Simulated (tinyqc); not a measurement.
A chain with uneven site energies and dephasing by Buettiker voltage probes: two steps of the calculation.

Sites 1 to 3 form a chain with hopping -t. Lead L joins site 1 and lead R site 3, both semi-infinite chains with hopping -t and site energy 0. Every site carries a probe with self-energy -i Gamma_p/2 that draws no net current. Linear response at zero temperature: mu_L = 1, mu_R = 0 in units of the bias.

Values chosen for this exercise: probe broadening Gamma_p gp = 1.5 eV.

Constants: q = 1.602176634e-19 C, h = 6.62607015e-34 J s. Results are converted to the units shown.

Problem 1. Transmissions between terminals. With Gamma the broadening by one lead, T_RL = Gamma^2 |G_(3,1)|^2, T_pL = Gamma Gamma_p |G_(p,1)|^2, T_pR = Gamma Gamma_p |G_(p,3)|^2, T_pq = Gamma_p^2 |G_(p,q)|^2 for p != q.

G (1/eV):
```
                        1                        2                       3
1  0.14595929-0.23636688i   0.10114604-0.05607581i  0.02363720+0.10101850i
2  0.10114604-0.05607581i  -0.10312468-0.08464026i  0.09828988-0.06828221i
3  0.02363720+0.10101850i   0.09828988-0.06828221i  0.13686088-0.25805617i
```

Gamma = 3.6476842 eV

Give: T_RL; T_pL; T_pR; T_pq.

Solution 1.

T_RL = 0.1432

```
probe    T_pL    T_pR
1      0.4223  0.0589
2      0.0732  0.0784
3      0.0589  0.4669
```

T_pq:
```
         1        2        3
1  0.00000  0.03009  0.02422
2  0.03009  0.00000  0.03223
3  0.02422  0.03223  0.00000
```

Problem 2. Probe potentials and effective transmission. No current into probe p: W mu = T_pL with W_pp = T_pL + T_pR + sum_q T_pq and W_pq = -T_pq. Then T_eff = T_RL + sum_p T_pR mu_p, and the resistance is (h/2q^2)/T_eff.

T_RL = 0.14321422

```
probe        T_pL        T_pR
1      0.42225637  0.05889252
2      0.07318176  0.07837064
3      0.05889252  0.46685191
```

T_pq:
```
             1            2            3
1  0.000000000  0.030093791  0.024217772
2  0.030093791  0.000000000  0.032227562
3  0.024217772  0.032227562  0.000000000
```

Wanted: W; mu_p; T_eff; resistance.

Solution 2.

W:
```
          1         2         3
1   0.53546  -0.03009  -0.02422
2  -0.03009   0.21387  -0.03223
3  -0.02422  -0.03223   0.58219
```

mu_p, probe 1 to 3: 0.82303  0.48241  0.16210
T_eff = 0.30517
resistance = 42.293 kohm

Computed by the program tinyqc: `OMP_NUM_THREADS=1 python tinyqc.py 2700006 2700007 out.jsonl`, one thread of a shared Intel Xeon 2.30GHz, about 0.01 s for the whole run.
